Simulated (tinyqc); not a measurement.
# Threshold-voltage variability of a planar MOSFET, analytic estimates: effect of the gate width

Three independent sources add in quadrature: random dopants in the depleted layer, metal-gate grains of two orientations, and roughness of the two gate edges acting through the roll-off VT = VT(long) - Vr exp(-L/l). These are first-order estimates: no three-dimensional electrostatics, no percolation.

ni = sqrt(Nc Nv) exp(-Eg/(2 Vt)), Eg in volts; Cox = 3.9 eps0/ti; Wd = sqrt(4 eps0 eps_r Vt ln(Na/ni)/(q Na)); dopants: s1 = (q/Cox) sqrt(Na Wd/(3 L W)). Grains: Ng = L W/G^2 (at least 1), s2 = dW sqrt(p (1 - p)/Ng). Edges, with exponential correlation and u = W/La: the mean gate length has sL^2 = 2 De^2 (2/u)[1 - (1 - exp(-u))/u]; s3 = sL (Vr/l) exp(-L/l). s = sqrt(s1^2 + s2^2 + s3^2). l and Vr are held fixed.

Parameters, values chosen for the exercise; material values close to those of silicon:
- T = 293 K (temperature)
- Eg = 1.1 eV (band gap)
- eps_r = 11.5 (relative permittivity of the semiconductor)
- Nc = 2.68e19 cm^-3 (conduction-band density of states at T)
- Nv = 2.59e19 cm^-3 (valence-band density of states at T)
- Na = 1.9e18 cm^-3 (channel doping)
- ti = 2 nm (oxide-equivalent thickness in inversion)
- L = 16 nm (gate length)
- G = 4 nm (metal grain size)
- dW = 0.2 eV (work-function difference of the two grain orientations)
- p = 0.4 (share of the orientation of higher work function)
- De = 0.7 nm (rms roughness of one gate edge)
- La = 15 nm (correlation length of the roughness)
- l = 4.1 nm (decay length of the threshold roll-off)
- Vr = 1.4 V (prefactor of the roll-off)

Constants: q = 1.602176634e-19 C, kB = 1.380649e-23 J/K, Vt = kB T/q, eps0 = 8.8541878128e-14 F/cm where lengths are in cm. Results are converted to the units shown.

Result of one run:
```
s1 (mV)	s2 (mV)	s3 (mV)	s (mV)	s sqrt(L W) (mV um)
14.542	4.8389	1.8123	15.433	1.2500
```

Which gate width W gave this result: 22, 96, 250 or 410 nm?

W = 410 nm.

The whole series:
```
W (nm)	s1 (mV)	s2 (mV)	s3 (mV)	s (mV)	s sqrt(L W) (mV um)
22	62.778	20.889	5.4962	66.390	1.2456
36	49.076	16.330	4.9108	51.954	1.2469
59	38.335	12.756	4.2172	40.621	1.2481
96	30.053	10.000	3.5055	31.866	1.2489
160	23.279	7.7460	2.8137	24.694	1.2494
250	18.623	6.1968	2.2925	19.760	1.2497
410	14.542	4.8389	1.8123	15.433	1.2500
670	11.376	3.7853	1.4281	12.074	1.2501
```

As W goes from 22 to 670 nm, s falls from 66.4 to 12.1 mV. The dopants are the largest source in the first and the last row. The product s sqrt(L W) stays near 1.25 mV um: s1 and s2 go as 1/sqrt(L W), so the change comes from s3 alone. In every row the depletion depth exceeds L, so source and drain share much of the charge and s1 is rough.

Computed by the program tinyqc: `OMP_NUM_THREADS=1 python tinyqc.py 2090019 2090020 out.jsonl`, one thread of a shared Intel Xeon 2.30GHz, about 0.01 s for the whole run.
